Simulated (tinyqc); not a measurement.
Worked calculation: inverse iteration on a symmetric matrix. Computed by tinyqc, a small Python program that keeps every step. Settings: method = inverse, shift = 0.42. Command: `OMP_NUM_THREADS=1 python tinyqc.py 20967 20968 out.jsonl` (the two numbers bound the seeds that draw the settings). One thread of a shared host (Intel(R) Xeon(R) Processor @ 2.60GHz), about 0.01 s of CPU time with the checks.

A, lower triangle:
```
         1        2        3       4       5       6
1   0.7400
2   0.6230   1.2120
3  -0.3950   0.7870   2.4650
4   0.4370  -0.3840  -0.0540  3.4100
5  -0.6530  -0.4290   0.7780  0.5300  3.9110
6  -0.6480   0.6340  -0.2430  0.9860  0.2400  4.8710
```

Stop when the residual |A v - lambda v| is below 1e-9.

Steps:
```
step    lambda  residual
1     1.316233  1.06e+00
2     0.947352  5.70e-01
3     0.900331  5.32e-01
4     0.880752  5.41e-01
5     0.863264  5.54e-01
6     0.845246  5.68e-01
7     0.826400  5.81e-01
8     0.806695  5.94e-01
9     0.786133  6.06e-01
10    0.764727  6.18e-01
11    0.742497  6.29e-01
12    0.719470  6.40e-01
13    0.695679  6.50e-01
14    0.671166  6.60e-01
15    0.645980  6.68e-01
16    0.620177  6.76e-01
17    0.593819  6.82e-01
18    0.566976  6.88e-01
19    0.539722  6.93e-01
20    0.512136  6.96e-01
21    0.484304  6.99e-01
22    0.456311  7.00e-01
23    0.428247  7.01e-01
24    0.400201  7.00e-01
25    0.372264  6.98e-01
26    0.344523  6.95e-01
27    0.317064  6.91e-01
28    0.289970  6.86e-01
29    0.263318  6.80e-01
30    0.237181  6.73e-01
```

Can the last value be used, and what does the course show?

Not by the stop rule. Not converged in 30 steps: the residual falls only by the ratio of the two smallest distances of eigenvalues from the shift, 0.96 a step. all eigenvalues, for comparison: -0.2668  1.1349  2.5270  3.2820  4.3619  5.5700.
